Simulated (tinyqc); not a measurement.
Hybridisation of the two arcs: two-node Weyl semimetal on a cubic lattice and its slab.

H = d.s with dx = t sin kx, dy = t sin ky, dz = m (2 - cos kx - cos ky) + M(kz), M = tz (cos k0 - cos kz), k in 1/a. Nodes at (0, 0, +/-k0). Berry curvature of the lower band along z: Omega = d.(dd/dkx x dd/dky)/(2|d|^3), in the sense curl of i<u|grad u>.

Slab of N layers along x with hard walls: layer block t sin(ky) sy + (m (2 - cos ky) + M(kz)) sz, block to the next layer t sx/(2i) - m sz/2.

Inputs chosen for the exercise:
```
symbol  value  unit  meaning
t       0.45   eV    hopping in sx and sy
m       0.96   eV    mass term
tz      1.15   eV    hopping along z
k0      1.71   1/a   position of the nodes
```

ky = 0, kz = 0; lowest positive level against the number of layers. On a half space the amplitudes are z1^n - z2^n with z the roots of (t + m) z^2/2 - (m + M) z + (m - t)/2 = 0.

Level:
```
N      E (eV)
3      0.1339
4     0.04080
5     0.02572
6     0.02738
8    0.007753
10  0.0001391
12  0.0009474
```

z1, z2: -0.2479+0.5479i  -0.2479-0.5479i

The larger root has |z| = 0.6014, so the level should fall by about |z|^2 = 0.362 for two more layers; from 10 to 12 it changes by a factor 6.81. The roots are complex, so the fall carries an oscillation.

Program tinyqc; command `OMP_NUM_THREADS=1 python tinyqc.py 1452168 1452169 out.jsonl`; about 0.2 s on one thread of a shared Intel(R) Xeon(R) Processor @ 2.30GHz.
